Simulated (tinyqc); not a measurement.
## Channel resistance from two points of the on-state curve

Question. In the p-i-n model Von = V1 + 2 Vt ln(J/(1 A/cm^2)) + J Rch, with V1 independent of J. Find Rch and V1.

Parameters, values chosen for the exercise: temperature T = 300 K.

Constants: q = 1.602176634e-19 C, kB = 1.380649e-23 J/K, Vt = kB T/q. Results are converted to the units shown.

Von at J = 250 and 750 A/cm^2 (V): [1.4688439, 2.5756465]

Answer. Remove the logarithmic junction term; the rest is linear in J.

Rch = 2.100 mohm cm^2
V1 = 0.6584 V

Numbers from tinyqc (`OMP_NUM_THREADS=1 python tinyqc.py 2590038 2590039 out.jsonl`; about 0.01 s on one thread of a shared Intel Xeon 2.30GHz).
